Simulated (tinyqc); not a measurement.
Holstein polaron on two sites: one step, computed by the program tinyqc. Command: `OMP_NUM_THREADS=1 python tinyqc.py 3031856 3031857 out.jsonl holstein walk`. One thread of a shared host (Intel(R) Xeon(R) Processor @ 2.30GHz), about 0.01 s of CPU time with the checks.

One electron on sites 1 and 2: H = -t (c1+ c2 + c2+ c1) + hbar omega sum_i b_i+ b_i - g hbar omega sum_i n_i (b_i + b_i+). The symmetric phonon shifts the energy by -g^2 hbar omega/2 and drops out; with b = (b_1 - b_2)/sqrt(2) there remains H = -t sigma_x + hbar omega b+ b - (g hbar omega/sqrt(2)) sigma_z (b + b+). Parity splits it into blocks p = +1 and -1 over phonon numbers n. Zero-point energies are left out. Weights Z refer to mode b alone; the displaced symmetric mode multiplies the full zero-phonon weight by exp(-g^2/2).

Question. Levels in the small basis. Diagonalise H; the eigenvector has its largest component positive; Z is the weight of n = 0.

H, even block (meV):
```
          1         2         3         4
1  -30.6960  -34.4566    0.0000    0.0000
2  -34.4566  120.3040  -48.7290    0.0000
3    0.0000  -48.7290  191.3040  -59.6806
4    0.0000    0.0000  -59.6806  342.3040
```

Give: levels; lowest eigenvector; Z in the small basis.

Answer.

levels (meV): -38.7  98.9  198.8  364.2

lowest eigenvector: 0.9728  0.2261  0.0499  0.0078

Z in the small basis = 0.9463
